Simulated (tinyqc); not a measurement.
Gain against bias and Miller's formula: avalanche multiplication and breakdown of a junction from ionisation integrals. Computed by tinyqc, a small Python program. Command: `OMP_NUM_THREADS=1 python tinyqc.py 3027667 3027668 out.jsonl impact walk`. One thread of a shared host (Intel(R) Xeon(R) Processor @ 2.30GHz), about 0.01 s of CPU time with the checks.

Ionisation coefficients follow the local field. Position x runs through the depletion layer from the p side (x = 0), where electrons enter, to the n side (x = w), where holes enter. The built-in voltage is neglected.

Inputs (values chosen for the exercise, modelled on germanium):
```
quantity                               value    unit
electron prefactor a_n              1.66e+07    1/cm
electron field b_n                  1.53e+06    V/cm
hole prefactor a_p                  9.57e+06    1/cm
hole field b_p                      1.25e+06    V/cm
exponent c                                 1       -
permittivity eps                          16       -
doping N of the lightly doped side   1.4e+14  1/cm^3
```

Junction: one-sided abrupt n+p.

Constants: e = 1.602176634e-19 C; eps_0 = 8.8541878128e-12 F/m.

Method:
- alpha_n = a_n exp(-(b_n/F)^c), alpha_p = a_p exp(-(b_p/F)^c).
- Field F = F_m (1 - s), w = eps eps_0 F_m/(e N), V = F_m w/2, with s = 1 - x/w (the peak lies at the n+ side).
- With Phi(x) = int_0^x (alpha_n - alpha_p) dx': 1 - 1/M_n = I_n = int_0^w alpha_n exp(-Phi) dx and M_p = M_n exp(-Phi(w)); trapezoid rule on 401 even points; breakdown at I_n = 1.
- Solve I_n(F_m) = 1.
- Miller's exponent n is defined by 1 - 1/M = (V/V_B)^n for the larger M.

breakdown voltage = 691.698 V

critical field F_m = 0.147999 MV/cm

Gain:
```
V/V_B   V (V)  F_m (MV/cm)     M_n     M_p  Miller exponent n
0.50   345.85      0.10465  1.0030   1.030             5.0906
0.60   415.02      0.11464  1.0134   1.106             4.5948
0.70   484.19      0.12382  1.0465   1.303             4.0887
0.80   553.36      0.13237  1.1477   1.823             3.5634
0.90   622.53      0.14040  1.5474   3.660             3.0292
0.95   657.11      0.14425  2.4382   7.558             2.7667
0.98   677.86      0.14651  5.1959  19.446             2.6132
0.99   684.78      0.14726  9.8227  39.324             2.5630
```

What follows from these numbers?

The larger gain passes 2 between 0.800 and 0.900 of V_B and reaches 39.3 at 0.99. Miller's exponent runs from 2.6 to 5.1, so it is not a constant: a fit holds over a narrow range only. From the first row to the last the voltage grows by a factor 1.98 and the peak field by 1.41.

Extremes, crossings and ranges named in words are read from the listed rows.
